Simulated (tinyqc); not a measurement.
# Changing the valley separation dE

Model: two-valley model of the transferred-electron effect. Computed by tinyqc, a small Python program. Command: `OMP_NUM_THREADS=1 python tinyqc.py 3009474 3009475 out.jsonl gunn sweep`. One thread of a shared host (Intel(R) Xeon(R) Processor @ 2.30GHz), about 0.02 s of CPU time with the checks.

Both kinds of valley share one electron temperature T_e, and each has a constant mobility.

Inputs (values chosen for the exercise, modelled on InP):
```
quantity                       value        unit
central-valley mass m1         0.081         m_0
satellite-valley mass m2        0.27         m_0
satellite valleys Z                4           -
central-valley mobility mu1     4900  cm^2/(V s)
satellite-valley mobility mu2    170  cm^2/(V s)
energy relaxation time tau_E    0.64          ps
lattice temperature T             77           K
```

Solver: damped fixed point.

Constants: k_B = 8.617333262e-05 eV/K.

Method. Density-of-states ratio R = Z (m2/m1)^(3/2); n2/n1 = R exp(-dE/(k_B T_e)); mean mobility mu = (mu1 + mu2 n2/n1)/(1 + n2/n1); energy balance e mu F^2 = (3/2) k_B (T_e - T)/tau_E; v = mu F. Using T_e as the parameter, F(T_e) = sqrt(3 k_B (T_e - T)/(2 e mu tau_E)) and v = mu F; find the first maximum and the next minimum of v, and the most negative dv/dF between them.

One run for each value; columns: (1) valley separation dE (eV); (2) threshold field (kV/cm); (3) peak velocity (1e7 cm/s); (4) peak-to-valley ratio; (5) T_e at the threshold (K):
```
(1)      (2)     (3)     (4)     (5)
0.14   4.545  1.5132  1.1163   417.5
0.19   5.247  1.8155  1.1378   548.7
0.25   5.998  2.1234  1.1523   707.6
0.33   6.882  2.4758  1.1635   920.6
0.44   7.943  2.8914  1.1722  1214.1
0.59   9.197  3.3770  1.1789  1614.8
0.79  10.645  3.9324  1.1838  2149.6
1.00  11.979  4.4416  1.1869  2711.3
1.40  14.177  5.2773  1.1902  3781.4
```

Describe the trends.

Over the rows, threshold field (kV/cm) rises from 4.55 to 14.2 (exponent d ln y / d ln x 0.47 between the first rows and 0.50 between the last); peak velocity (1e7 cm/s) rises from 1.51 to 5.28 (exponent d ln y / d ln x 0.60 between the first rows and 0.51 between the last); peak-to-valley ratio rises from 1.12 to 1.19 (exponent d ln y / d ln x 0.062 between the first rows and 0.0082 between the last).

Caution (rows 1.40): T_e at the threshold exceeds 3000 K, outside the range of a Maxwellian in parabolic valleys.

Extremes, crossings and ranges named in words are read from the listed rows.
